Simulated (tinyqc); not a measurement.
What moves the results: plasmons of a degenerate electron gas in the random-phase approximation. A value that a table varies takes the place of the one given here.

Zero temperature, parabolic band: kF = (3 pi^2 n)^(1/3), EF = c kF^2/m, Ep^2 = 8 pi c e2 n/(m eb), qTF^2 = 6 pi e2 n/(eb EF), c = hbar^2/2m0, e2 = e^2/(4 pi eps0), n in 1/angstrom^3 (1e-24 per 1/cm^3).

Lindhard function: eps(q, E)/eb = 1 + (qTF/q)^2 (f1 + i f2) with z = q/(2 kF), u = E/(hbar vF q), hbar vF = 2 c kF/m; f1 = 1/2 + [h(z - u) + h(z + u)]/(8 z), h(x) = (1 - x^2) ln|(x + 1)/(x - 1)|; f2 = pi u/2 for z + u < 1, (pi/(8 z))(1 - (z - u)^2) for |z - u| < 1 < z + u, else 0. Pairs exist for c (q^2 - 2 q kF)/m < E < c (q^2 + 2 q kF)/m.

Constants: hbar^2/2m0 = 3.80998211 eV angstrom^2; e^2/(4 pi eps0) = 14.39964547 eV angstrom; a0 (Bohr radius) = 0.5291772105 angstrom.

Values chosen for the exercise (a free-electron density near that of Al; not measured data):

| symbol | value | unit | meaning |
|---|---|---|---|
| n | 1.78e+23 | 1/cm^3 | electron density |
| m | 1 | m0 | mass |
| eb | 1 |  | background dielectric constant |
| ed | 3.9 |  | dielectric constant of the surroundings |
| d | 20 | angstrom | film thickness |
| qp | 0.318 | 1/angstrom | wave vector of the plasmon |

## Dispersion and weight of the plasmon

Short formula: E^2 = Ep^2 + (3/5)(hbar vF q)^2 + (c q^2/m)^2; qc is where the plasmon meets the top of the continuum. The weight is the share of the f-sum that the plasmon carries, 2E/(Ep^2 d(eps/eb)/dE); a dash marks no undamped root.

Energies (eV):

| q (1/angstrom) | q/kF | top of continuum | plasmon | short formula | weight |
|---|---|---|---|---|---|
| 0.129 | 0.074 | 1.774 | 15.72 | 15.72 | 1.000 |
| 0.322 | 0.185 | 4.665 | 16.02 | 16.02 | 1.000 |
| 0.515 | 0.296 | 7.840 | 16.59 | 16.57 | 0.997 |
| 0.709 | 0.407 | 11.32 | 17.48 | 17.38 | 0.986 |
| 0.902 | 0.518 | 15.06 | 18.76 | 18.46 | 0.951 |
| 1.03 | 0.592 | 17.70 | 19.90 | 19.33 | 0.895 |
| 1.16 | 0.667 | 20.51 | 21.39 | 20.34 | 0.767 |
| 1.25 | 0.718 | 22.53 | 22.72 | 21.11 | 0.559 |
| 1.42 | 0.816 | 26.51 | - | 22.74 | - |
| 1.68 | 0.965 | 33.03 | - | 25.67 | - |

qc = 1.289 1/angstrom

How do the results move?

Ep = 15.67 eV. The plasmon rises from 15.72 to 22.72 eV just before qc, 45 % above Ep. The short formula errs by -0.54 % at q/kF = 0.41 and -7.07 % next to qc. The weight falls from 1.000 to 0.559 as pairs take over the sum.

## Density dependence

n is multiplied by the factor listed.

Results:

| factor | rs | EF (eV) | Ep (eV) | Ep/EF | qc/kF | alpha = 3 EF/(5 Ep) |
|---|---|---|---|---|---|---|
| 0.10 | 4.490 | 2.486 | 4.954 | 1.993 | 0.987 | 0.301 |
| 0.20 | 3.564 | 3.946 | 7.006 | 1.775 | 0.906 | 0.338 |
| 0.50 | 2.626 | 7.269 | 11.08 | 1.524 | 0.808 | 0.394 |
| 1.0 | 2.084 | 11.54 | 15.67 | 1.358 | 0.740 | 0.442 |
| 2.0 | 1.654 | 18.32 | 22.16 | 1.210 | 0.678 | 0.496 |
| 5.0 | 1.219 | 33.74 | 35.03 | 1.038 | 0.604 | 0.578 |
| 10 | 0.967 | 53.56 | 49.54 | 0.925 | 0.553 | 0.649 |

What can be read from the table?

Over two decades Ep grows by 10.0 (n^(1/2)) and EF by 21.5 (n^(2/3)), so Ep/EF falls from 1.993 to 0.925 as sqrt(rs), and qc/kF from 0.987 to 0.553: in a dense gas the plasmon enters the continuum earlier on the scale of kF. alpha is the coefficient in E = Ep + alpha hbar^2 q^2/(m m0). The random-phase values are only rough in the rows with rs above about 2 (up to 4.5 here).

## Thin film modes against wave vector (bulk, surface, particle and sheet plasmons)

Drude medium eps = eb (1 - Ep^2/E^2), no retardation. A film of thickness d has modes eps = -ed coth(q d/2) (lower) and eps = -ed tanh(q d/2) (upper); a sheet with ns = n d has E^2 = 4 pi c e2 ns q/(m ed). One surface: eps = -ed; small sphere: eps = -2 ed.

Modes (eV):

| q d | q (1/angstrom) | lower | upper | sheet |
|---|---|---|---|---|
| 0.020 | 0.00100 | 0.7923 | 15.37 | 0.7933 |
| 0.050 | 0.00250 | 1.250 | 14.95 | 1.254 |
| 0.10 | 0.00500 | 1.762 | 14.33 | 1.774 |
| 0.20 | 0.0100 | 2.473 | 13.29 | 2.509 |
| 0.50 | 0.0250 | 3.808 | 11.20 | 3.966 |
| 1.0 | 0.0500 | 5.099 | 9.359 | 5.609 |
| 2.0 | 0.100 | 6.332 | 7.862 | 7.933 |
| 4.0 | 0.200 | 6.975 | 7.181 | 11.22 |
| 8.0 | 0.400 | 7.075 | 7.079 | 15.87 |

bulk, surface, sphere (eV): 15.67  7.077  5.281

What does this show?

At small q d the lower mode tends to the sheet law sqrt(q) (within 5 % up to q d = 0.5 of the values listed) and the upper one starts near the bulk value. At q d = 8 the two are 0.0038 eV apart around the surface value 7.077 eV. Retardation, left out here, matters where q is below about three times sqrt(ed) E/(hbar c), hbar c = 1973.27 eV angstrom: that holds for 3 of the rows (from the top) for the lower mode and 5 for the upper one.

## What moves the plasmon

The plasmon is taken at qp. Each row changes one parameter from the base and keeps the others.

Results:

| case | Ep (eV) | plasmon at qp (eV) | qc (1/angstrom) |
|---|---|---|---|
| base | 15.67 | 16.01 | 1.289 |
| n = 2.14e+23 1/cm^3 | 17.18 | 17.53 | 1.339 |
| m = 1.15 m0 | 14.61 | 14.89 | 1.358 |
| eb = 1.1 | 14.94 | 15.30 | 1.243 |
| qp = 0.223 1/angstrom | 15.67 | 15.83 | 1.289 |

How do the results move?

The largest shifts from the base row, up to three for each result and ties (the steps differ in size, so this ranks the rows, not the parameters). Ep (eV): n +1.51, m -1.06, eb -0.729; unchanged at the printed digits by qp. plasmon at qp (eV): n +1.52, m -1.12, eb -0.712. qc (1/angstrom): m +0.0697, n +0.0502, eb -0.0456; unchanged at the printed digits by qp.

Program tinyqc; command `OMP_NUM_THREADS=1 python tinyqc.py 1652759 1652760 out.jsonl`; about 0.01 s on one thread of a shared Intel(R) Xeon(R) Processor @ 2.30GHz.
